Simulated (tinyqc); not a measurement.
A square-lattice strip 2 sites wide, recursive Green functions: two steps of the calculation.

The device has N = 3 slices of 2 site(s), nearest-neighbour hopping -t, and site energies U; the leads are semi-infinite continuations with site energy 0. V = <i+1|H|i> = -t 1.

Values chosen for this exercise:
```
symbol                                  value  unit                                    meaning
t                                           1    eV                hopping (matrix element -t)
U       [0.08, 0.03, 0.02, 0.13, -0.02, 0.15]    eV  site energies, slice by slice (2 a slice)
E                                        0.27    eV                                     energy
```

Question 1. Slice 1. Forward pass: g_1 = (E - H_1 - Sigma)^(-1), g_i = (E - H_i - V g_(i-1) V^dagger)^(-1), with Sigma also subtracted on the last slice; G_(i,1) = g_i V G_(i-1,1), starting from g_1. H_i is the block of slice i: its site energies on the diagonal and -t between neighbouring rows.

Sigma (eV):
$$\begin{pmatrix}
0.13500000-0.85175983i & 0.50000000+0.07924769i \\
0.50000000+0.07924769i & 0.13500000-0.85175983i
\end{pmatrix}$$

Give: g_1.

Answer 1.

g_1 (1/eV):
$$\begin{pmatrix}
0.08456-0.86517i & 0.51176+0.03223i \\
0.51176+0.03223i & 0.13398-0.85411i
\end{pmatrix}$$

Question 2. Slice 3. 

g_2 (1/eV):
$$\begin{pmatrix}
0.14869644-0.84861632i & 0.49031038+0.05642983i \\
0.49031038+0.05642983i & -0.00749678-0.88845690i
\end{pmatrix}$$

G_(2,1) (1/eV):
$$\begin{pmatrix}
0.47251551+0.15572425i & -0.21733989+0.84071614i \\
-0.11508082+0.87434944i & 0.51073917+0.06795413i
\end{pmatrix}$$

Sigma (eV):
$$\begin{pmatrix}
0.13500000-0.85175983i & 0.50000000+0.07924769i \\
0.50000000+0.07924769i & 0.13500000-0.85175983i
\end{pmatrix}$$

Find: g_3; G_(3,1).

Answer 2.

g_3 (1/eV):
$$\begin{pmatrix}
0.00272-0.59176i & 0.00331-0.04614i \\
0.00331-0.04614i & -0.00198-0.57821i
\end{pmatrix}$$

G_(3,1) (1/eV):
$$\begin{pmatrix}
-0.13339+0.27099i & -0.50173-0.10756i \\
-0.51453-0.04353i & -0.07635+0.28264i
\end{pmatrix}$$

Computed by the program tinyqc: `OMP_NUM_THREADS=1 python tinyqc.py 2660033 2660034 out.jsonl`, one thread of a shared Intel Xeon 2.30GHz, about 0.01 s for the whole run.
